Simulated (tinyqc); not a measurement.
Charge pumping in an n-channel transistor: one step of the calculation.

The gate is pulsed from accumulation to inversion and back. Energies E are counted from the intrinsic level; Dit(E) = D0 [1 + b (2 E/Eg)^2]. During each edge the traps near the bands emit their carriers, and those between Eh and Ee recombine once a cycle.

Problem. Pumped charge and current. Nit = integral of Dit from Eh to Ee = D0 [Ee - Eh + 4 b (Ee^3 - Eh^3)/(3 Eg^2)], Qcp = q A Nit, Icp = f Qcp.

Values chosen for this exercise; band and dielectric values close to those of silicon:
- Eg = 1.11 eV (band gap)
- A = 0.15 um^2 (gate area)
- D0 = 1.4e11 cm^-2 eV^-1 (trap density at midgap)
- b = 0 (rise of the trap density towards the band edges)
- f = 99000 Hz (frequency)

Constants: q = 1.602176634e-19 C. Results are converted to the units shown.

Ee = 0.24125900 eV
Eh = -0.28749494 eV

Give: Nit; mean Dit; traps pumped a cycle; Icp.

Solution.

Nit = 7.4026e10 cm^-2
mean Dit = 1.4000e11 cm^-2 eV^-1
traps pumped a cycle = 111.04
Icp = 1.7612 pA

Range of the model: The Fermi levels of inversion and accumulation are taken to lie beyond Ee and Eh, the flat tops to fill all traps, and no geometric current is added.

Numbers from tinyqc (`OMP_NUM_THREADS=1 python tinyqc.py 2030120 2030121 out.jsonl`; about 0.01 s on one thread of a shared Intel Xeon 2.30GHz).
